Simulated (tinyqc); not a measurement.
Comparisons within one model: band edges of strained Si(1-x)Ge(x) on relaxed Si(1-y)Ge(y). A value that a table varies takes the place of the one given here.

Values are linear in the Ge fraction but for ED(x) = linear - CD x (1 - x) and a(x) = linear - Ca x (1 - x). Energies are on the common scale of Ev.

Coherent growth on a (001) face: e_par = (a(y) - a(x))/a(x), e_perp = -2 (C12/C11) e_par; exx = eyy = e_par, ezz = e_perp, no shear.

A valley with unit axis u lies at Ev + gap + (av + a_valley) tr(e) + Xu (u.e.u - tr(e)/3); the Delta axes are x, y, z and the L axes [111], [1-1-1], [-11-1], [-1-11]. The second-order shift of the Delta valleys under shear is left out; it lowers the pair normal to the sheared plane by tens of meV at a shear of 1 %.

Valence edges: Ev plus the levels of the 6 x 6 matrix of X, Y, Z times spin with -Dso/3 + l exx + m (eyy + ezz) on the diagonal (cyclic), n exy off it, l = av + 2 b, m = av - b, n = sqrt(3) d. Spin-orbit term (Dso/3) L.sigma on X, Y, Z with (L_k)_ij = -i epsilon_kij: <X+|H|Y+> = -i Dso/3, <X+|H|Z-> = Dso/3, <Y+|H|Z-> = -i Dso/3, <Z+|H|X-> = -Dso/3, <Z+|H|Y-> = i Dso/3, <X-|H|Y-> = i Dso/3, and their conjugates; + and - are the spin along z.

Coherent growth: e_par = (a(y) - a(x))/a(x). (001): e_perp = -2 (C12/C11) e_par; exx = eyy = e_par, ezz = e_perp, no shear. (111): e_perp = -(2 C11 + 4 C12 - 4 C44)/(C11 + 2 C12 + 4 C44) e_par; exx = eyy = ezz = (2 e_par + e_perp)/3 and exy = eyz = ezx = (e_perp - e_par)/3. (110): e_perp = -(C11 + 3 C12 - 2 C44)/(C11 + C12 + 2 C44) e_par; exx = eyy = (e_par + e_perp)/2, ezz = e_par, exy = (e_perp - e_par)/2, eyz = ezx = 0.

Inputs chosen for the exercise (end members near Si and Ge, in this order; not measured data): a = (5.43, 5.659) angstrom (lattice constant); Dso = (0.044, 0.289) eV (spin-orbit splitting); av = (2.48, 1.23) eV (valence hydrostatic potential); b = (-2.1, -2.55) eV (tetragonal shear potential); d = (-4.78, -5.31) eV (trigonal shear potential); C11 = (165.6, 127.4) GPa; C12 = (64.4, 48.6) GPa; C44 = (79.2, 66) GPa; Ev = (0, 0.72) eV (top of the unstrained valence band); ED = (1.135, 0.919) eV (gap to the Delta valleys); EL = (2.01, 0.748) eV (gap to the L valleys); aD = (1.59, 1.24) eV (hydrostatic potential of the Delta gap); aL = (-3.06, -2.82) eV (hydrostatic potential of the L gap); XuD = (8.94, 9.34) eV (uniaxial potential, Delta); XuL = (16.12, 14.93) eV (uniaxial potential, L); CD = 0.202 eV (bowing of the Delta gap); Ca = 0 angstrom (bowing of the lattice constant); face = 001 (growth face); y = 0.83 (Ge fraction of the relaxed buffer); x = 1 (Ge fraction of the layer).

## Composition of the layer

The buffer is kept. dEc = Ec(buffer) - Ec(layer), dEv = Ev(layer) - Ev(buffer); buffer edges Ev(y) and Ev(y) + min(ED, EL). The digit behind Delta or L counts whole valleys.

Results:
```
x     e_par (%)  lowest valleys  gap (eV)  next valleys above (meV)  valence splitting (meV)  dEc (eV)  dEv (eV)
0.28       2.29          Delta2     0.678                       368                      243     0.433    -0.184
0.38       1.87          Delta2     0.719                       301                      195     0.367    -0.159
0.49       1.40          Delta2     0.767                       227                      142     0.288    -0.128
0.59       0.99          Delta2     0.813                       160                       97     0.210    -0.096
0.69       0.57          Delta2     0.861                        94                       54     0.127    -0.060
0.79       0.16          Delta2     0.908                        27                       15     0.037    -0.018
0.90      -0.28              L4     0.872                        18                       24    -0.003     0.058
1.00      -0.69              L4     0.741                        99                       55     0.043     0.143
```

The gap is 0.678 eV in the first row and 0.741 eV in the last, with its largest listed value, 0.908 eV, at x = 0.79. The lowest valleys change: Delta2 to L4 between x = 0.79 and 0.90. Per 0.1 of x the valence offset moves by +45 meV on average; the conduction offset lies between -3 and +433 meV, not monotonically. Both carriers sit on one side for x = 1.00, and on opposite sides elsewhere. Offsets below about 30 meV are within the spread of parameter sets, so those rows do not settle the type. Strains above 2 % can be kept only in layers of a few nanometres.

## Composition of the buffer

The layer is kept. dEc = Ec(buffer) - Ec(layer), dEv = Ev(layer) - Ev(buffer); buffer edges Ev(y) and Ev(y) + min(ED, EL). The digit behind Delta or L counts whole valleys.

Results:
```
y     e_par (%)  lowest valleys  gap (eV)  next valleys above (meV)  valence splitting (meV)  dEc (eV)  dEv (eV)
0.45      -2.23          Delta4     0.663                        63                      124    -0.137     0.462
0.53      -1.90          Delta4     0.700                        29                      115    -0.125     0.395
0.61      -1.58              L4     0.732                         5                      103    -0.105     0.328
0.69      -1.25              L4     0.735                        39                       88    -0.053     0.261
0.76      -0.97              L4     0.738                        69                       73    -0.006     0.202
0.84      -0.65              L4     0.741                       103                       52     0.050     0.134
0.92      -0.32              L4     0.745                       137                       28     0.037     0.067
```

The gap is 0.663 eV in the first row and 0.745 eV in the last. The lowest valleys change: Delta4 to L4 between y = 0.53 and 0.61. Per 0.1 of y the valence offset moves by -84 meV on average; the conduction offset lies between -137 and +50 meV, not monotonically. Both carriers sit on one side for y = 0.84 and 0.92, and on opposite sides elsewhere. Offsets below about 30 meV are within the spread of parameter sets, so those rows do not settle the type. Strains above 2 % can be kept only in layers of a few nanometres.

## The same layer on three faces

dEc = Ec(buffer) - Ec(layer), dEv = Ev(layer) - Ev(buffer); buffer edges Ev(y) and Ev(y) + min(ED, EL). The digit behind Delta or L counts whole valleys.

Results:
```
face   e_par (%)  lowest valleys  gap (eV)  next valleys above (meV)  valence splitting (meV)  dEc (eV)  dEv (eV)  Delta spread (meV)  L spread (meV)
(001)      -0.69              L4     0.741                        99                       55     0.043     0.143                 113               0
(111)      -0.69              L3     0.719                       126                       52     0.071     0.138                   0             126
(110)      -0.69              L2     0.698                       100                       53     0.090     0.139                  47             100
```

On (001) only the Delta valleys split (113 meV), on (111) only the L valleys (126 meV), on (110) both (47 and 100 meV). The lowest valleys are L4 on (001), L3 on (111) and L2 on (110); the smallest gap is 0.698 eV on (110) and the largest 0.741 eV on (001).

## What each parameter does

dEc = Ec(buffer) - Ec(layer), dEv = Ev(layer) - Ev(buffer); buffer edges Ev(y) and Ev(y) + min(ED, EL). Each row changes one parameter from the base and keeps the others.

Results:
```
case                      gap (eV)  valence splitting (meV)  dEc (eV)  dEv (eV)
base                        0.7411                     54.6    0.0433    0.1429
x = 0.97                    0.7803                     45.8    0.0296    0.1173
y = 0.86                    0.7423                     46.1    0.0647    0.1176
CD = 0.252 eV               0.7411                     54.6    0.0362    0.1429
Ev = (0, 0.828) eV          0.7411                     54.6    0.0249    0.1612
d = (-5.497, -6.106) eV     0.7411                     54.6    0.0433    0.1429
aD = (1.828, 1.426) eV      0.7411                     54.6    0.0433    0.1429
XuL = (18.538, 17.17) eV    0.7411                     54.6    0.0433    0.1429
Dso = (0.051, 0.332) eV     0.7411                     55.6    0.0433    0.1429
```

The largest shifts from the base row, up to three for each result and ties (the steps differ in size, so this ranks the rows, not the parameters). gap (eV): x +0.0392, y +0.0012; unchanged at the printed digits by CD, Ev, d, aD, XuL and Dso. valence splitting (meV): x -8.8, y -8.5, Dso +1.0; unchanged at the printed digits by CD, Ev, d, aD and XuL. dEc (eV): y +0.0215, Ev -0.0184, x -0.0137; unchanged at the printed digits by d, aD, XuL and Dso. dEv (eV): x -0.0256, y -0.0252, Ev +0.0184; unchanged at the printed digits by CD, d, aD, XuL and Dso. The lowest valleys of the layer are L4, so among the conduction-band potentials only those of that family reach the gap and dEc; the buffer is unstrained. A shift large enough to swap the lowest family would change that.

Run: tinyqc, `OMP_NUM_THREADS=1 python tinyqc.py 1051593 1051594 out.jsonl`; Intel(R) Xeon(R) Processor @ 2.30GHz, one thread, shared host; about 0.01 s of CPU time with all checks.
